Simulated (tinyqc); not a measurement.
Ellipsometry and reflectance of a transparent film on an absorbing substrate: one step of the calculation.

Air (index 1), film, substrate with N2 = n2 - i k2; time factor exp(+i w t). q_j = sqrt(N_j^2 - sin^2 th), root with positive real part. Fresnel coefficients r_s = (q_a - q_b)/(q_a + q_b), r_p = (N_b^2 q_a - N_a^2 q_b)/(N_b^2 q_a + N_a^2 q_b). tan(Psi) exp(i Delta) = R_p/R_s, Delta taken from 0 to 360 degrees.

Task. Interface coefficients and thickness period. q0, q1, q2 and the coefficients r01 and r12 for p and s; the results repeat in d with the period lam/(2 q1).

Parameters, values chosen for the exercise; indices close to those of aluminium oxide on silicon: wavelength lam = 405 nm; angle of incidence th = 75 degrees; index of the transparent film n1 = 1.652; index of the substrate n2 = 5.42; extinction coefficient of the substrate k2 = 0.329.

Wanted: q0; q1; q2; r01,p; r01,s; r12,p; r12,s; period.

Result.

q0 = 0.25882
q1 = 1.3402
q2 = 5.3336-0.3343i
r01,p = -0.30971
r01,s = -0.67627
r12,p = 0.46114-0.02310i
r12,s = -0.59938+0.02007i
period = 151.10 nm

Numbers from tinyqc (`OMP_NUM_THREADS=1 python tinyqc.py 2870127 2870128 out.jsonl`; about 0.01 s on one thread of a shared Intel Xeon 2.30GHz).
